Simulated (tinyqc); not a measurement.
Plane-wave Kohn-Sham cycle with exchange-only LDA in a layered model solid, step by step. Computed by tinyqc, a small Python program that keeps every step. Settings: points = 16, plane-wave index or count = 2, electrons = 2, k points = 1, area = 37.0, mixing = 0.8, iteration cap = 67, Pulay depth = 5. Command: `OMP_NUM_THREADS=1 python tinyqc.py 26687 26688 out.jsonl` (the two numbers bound the seeds that draw the settings). One thread of a shared host (Intel(R) Xeon(R) Processor @ 2.60GHz), about 0.01 s of CPU time with the checks.

A solid whose potential varies along x alone (atomic units):

| parameter | value |
|---|---|
| period a | 5.900000 |
| cross-section of the cell | 37.000000 |
| electrons per cell | 2 |
| grid points | 16 |
| plane waves -n..n, n | 2 |
| k points | 1 |
| V1 in V1 cos(2 pi x/a) | -0.150000 |

Stop when sqrt(dV sum R^2) is below 1e-8, dV = a A/N.

Course of the cycle:

| iteration | E (hartree) | norm of the residual |
|---|---|---|
| 1 | -0.3476184 | 4.80e-02 |
| 2 | -0.3439838 | 5.85e-03 |
| 3 | -0.3439344 | 1.15e-04 |
| 4 | -0.3439344 | 1.04e-05 |
| 5 | -0.3439344 | 8.43e-07 |
| 6 | -0.3439344 | 4.69e-07 |
| 7 | -0.3439344 | 2.29e-09 |

Can the last value be used, and what does the course show?

Yes. Converged in 7 iterations. Before convergence this energy mixes input and output and is not variational, so it may rise towards its limit.
